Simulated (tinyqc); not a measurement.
Conductivity against oxygen pressure: defect equilibria of an oxide against oxygen pressure (mass action). Computed by tinyqc, a small Python program. Command: `OMP_NUM_THREADS=1 python tinyqc.py 3011343 3011344 out.jsonl brouwer walk`. One thread of a shared host (Intel(R) Xeon(R) Processor @ 2.30GHz), about 0.01 s of CPU time with the checks.

Defects: oxygen vacancies V (charge +2), electrons n, holes p, the ionic partner X = V_M'' (charge -2), and the dopant. Activities are taken equal to concentrations.

Inputs (values chosen for the exercise, for a model oxide):

| quantity | value | unit |
|---|---|---|
| reduction enthalpy H_r | 4.95 | eV |
| prefactor K_r0 | 1.6e+69 | cm^-9 atm^(1/2) |
| gap E_g | 2.64 | eV |
| prefactor N_c N_v | 5e+40 | cm^-6 |
| disorder enthalpy H_s | 3.74 | eV |
| prefactor K_s0 | 6.3e+44 | cm^-6 |
| dopant density N_d | 6.7e+19 | cm^-3 |
| temperature T | 800 | K |
| electron mobility mu_n | 0.48 | cm^2/(V s) |
| hole mobility mu_p | 0.26 | cm^2/(V s) |
| vacancy diffusion prefactor D_0 | 0.0035 | cm^2/s |
| vacancy migration energy E_m | 1 | eV |

Ionic disorder: Schottky, oxide MO. Dopant (singly charged, fully ionised): donor.

Constants: k_B = 8.617333262e-05 eV/K; e = 1.602176634e-19 C.

Method:
- K_r = K_r0 exp(-H_r/k_B T) = [V] n^2 P^(1/2); K_i = N_c N_v exp(-E_g/k_B T) = n p; K_s = K_s0 exp(-H_s/k_B T) = [X] [V].
- Neutrality: 2 [V] + p + N_d = n + 2 [X]. With n as the unknown, [V] = K_r/(n^2 P^(1/2)), p = K_i/n, [X] = K_s/[V]; the log ratio is ln(positive/negative).
- The root is found by 60 bisections in ln n between n = 1e-10 and 1e25 cm^-3.
- sigma_n = e n mu_n, sigma_p = e p mu_p, sigma_ion = 2 e [V] mu_V with mu_V = 2 e D/(k_B T) and D = D_0 exp(-E_m/k_B T); only the oxygen vacancies carry ionic current, and the ionic transport number is sigma_ion over the total.

K_r = 1.04832e+38 cm^-9 atm^(1/2)

K_i = 1.16870e+24 cm^-6

K_s = 1.73132e+21 cm^-6

Log10 of the conductivities in S/cm:

| log10 P (atm) | n-type | p-type | ionic | total | ionic transport number |
|---|---|---|---|---|---|
| -28 | 0.71203 | -15.139 | -13.419 | 0.71203 | 7.3955e-15 |
| -24 | 0.71203 | -15.139 | -15.419 | 0.71203 | 7.3955e-17 |
| -20 | 0.71203 | -15.139 | -17.419 | 0.71203 | 7.3955e-19 |
| -16 | 0.71202 | -15.139 | -19.419 | 0.71202 | 7.3960e-21 |
| -12 | 0.71107 | -15.138 | -21.417 | 0.71107 | 7.4446e-23 |
| -8 | 0.63775 | -15.064 | -23.270 | 0.63775 | 1.2354e-24 |
| -4 | -0.00654 | -14.420 | -23.982 | -0.00654 | 1.0585e-24 |
| 0 | -0.96508 | -13.462 | -24.065 | -0.96508 | 7.9488e-24 |

What follows from these numbers?

The ionic transport number stays at or below about 7.4e-15: no electrolytic window. The total has no minimum inside this range.

Extremes, crossings and ranges named in words are read from the listed rows.
